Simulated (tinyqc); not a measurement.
Lattice vibrations of a chain, step by step. Computed by tinyqc, a small Python program that keeps every step. Command: `OMP_NUM_THREADS=1 python tinyqc.py 26329 26330 out.jsonl` (the two numbers bound the seeds that draw the settings). One thread of a shared host (Intel(R) Xeon(R) Processor @ 2.60GHz), about 0.01 s of CPU time with the checks.

## Dynamical matrix at q = 0.43

A chain moving along its axis:
```
atom   mass (u)  spring to the next atom (eV/angstrom^2)
1     60.200000                                 2.400000
2     89.600000                                13.800000
3     81.800000                                 2.800000
```

q is in units of 2 pi/a. A spring k from atom i to atom j, n cells on, adds k to Phi_ii and Phi_jj, -k exp(2 pi i q n) to Phi_ij and the conjugate to Phi_ji (for one atom a cell: 2k (1 - cos 2 pi q n)); D_ij = Phi_ij / sqrt(m_i m_j).

D(q) (eV/(angstrom^2 u)), lower triangle (Hermitian):
```
                    1          2         3
1            0.086379
2           -0.032678   0.180804
3  0.036103-0.016989i  -0.161194  0.202934
```

## Frequencies

omega^2 are the eigenvalues; wavenumber = 521.4708 sqrt(eigenvalue) 1/cm.

eigenvalues: 0.027648  0.079872  0.362597

wavenumbers (1/cm): 86.7  147.4  314.0

weights |e|^2 of the mass-weighted modes:
```
          mode 1    mode 2    mode 3
atom 1  0.049319  0.918557  0.032124
atom 2  0.497508  0.053597  0.448895
atom 3  0.453173  0.027846  0.518981
```

## Dispersion and heat capacity

C/k_B per atom = mean over q = (j + 1/2)/80, j = 0..39 and all branches of y^2 e^y/(e^y - 1)^2, y = hc wavenumber / k_B T.

Wavenumbers (1/cm):
```
q          branch 1    branch 2    branch 3
0.000000   0.000000  177.983289  310.099230
0.062500  14.598856  177.091605  310.266047
0.125000  29.022687  174.472138  310.735804
0.187500  43.073537  170.290592  311.424738
0.250000  56.495113  164.828822  312.216823
0.312500  68.902141  158.526293  312.988007
0.375000  79.626606  152.110743  313.626384
0.437500  87.430242  146.870679  314.045442
0.500000  90.416166  144.735548  314.191218
```

Heat capacity:
```
T (K)  C/k_B per atom
20           0.136874
50           0.339455
100          0.605470
200          0.848204
300          0.925264
600          0.980041
1200         0.994924
```

zero-point energy per atom = 10.922490 meV
